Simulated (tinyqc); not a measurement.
MOS capacitor with interface traps: C-V stretch-out, conductance peak and subthreshold swing: one step, computed by the program tinyqc.

Energies at the interface are counted from the valence band. psi > 0 means bending towards depletion, so the surface potential is -psi. Boltzmann statistics, full ionisation, no quantum confinement. Traps are neutral when filled up to E_n, with a sharp (zero-temperature) occupation.

Problem. Conductance peak. v = sqrt(3 k_B T/m) with the majority mass; surface density n_s = N exp(-psi/k_B T); tau = 1/(sigma v n_s); for a continuum of levels G_p/omega = C_it ln(1 + omega^2 tau^2)/(2 omega tau), which peaks at omega tau = 1.98, the frequency 1.98/(2 pi tau); potential fluctuations are left out.

Inputs (values chosen for the exercise, modelled on beta-Ga2O3, with an insulator like Si3N4):
```
quantity,value,unit
gap E_g,4.86,eV
electron mass m_e,0.278,m_0
doping N,4.5e+15,cm^-3
capture cross-section sigma,4e-16,cm^2
band bending towards depletion psi,0.5,V
temperature T,300,K
```

Substrate: n-type. Trap spectrum: flat.

k_B T = 0.02585200 eV

C_it = 0.02563483 microF/cm^2

Constants: k_B = 1.380649e-23 J/K; m_0 = 9.1093837015e-31 kg.

Give: v; n_s; trap time constant; peak frequency; peak of G_p/omega.

Solution.

v = 2.215e+07 cm/s

n_s = 1.793e+07 cm^-3

trap time constant = 6.295 s

peak frequency = 0.05006 Hz

peak of G_p/omega = 0.01031 microF/cm^2

Caution: traps deeper than about 24 k_B T and minority carriers reach equilibrium slowly or not at all, so the charges here are limits for very slow sweeps.
